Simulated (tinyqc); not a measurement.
## Contact resistivity and sheet resistance from two contact lengths

Problem. Rc = [sqrt(rc Rsh)/Wc] coth(Lc/(2 LT)), LT = sqrt(rc/Rsh), Wc = 22 nm; the second contact is twice as long as the first. Find LT, rc and Rsh.

Rc for Lc = 14 and 28 nm (ohm): 986.192506  511.165999

Answer. With t = tanh(Lc/(2 LT)) for the shorter contact, the resistance of the longer over that of the shorter is (1 + t^2)/2. Then sqrt(rc Rsh) = Rc t Wc, and rc and Rsh follow by multiplying and dividing by LT.

LT = 36.1 nm
rc = 1.50e-9 ohm cm^2
Rsh = 115 ohm

tinyqc, about 0.06 s, one thread, Intel Xeon 2.30GHz (shared host): `OMP_NUM_THREADS=1 python tinyqc.py 2170006 2170007 out.jsonl`
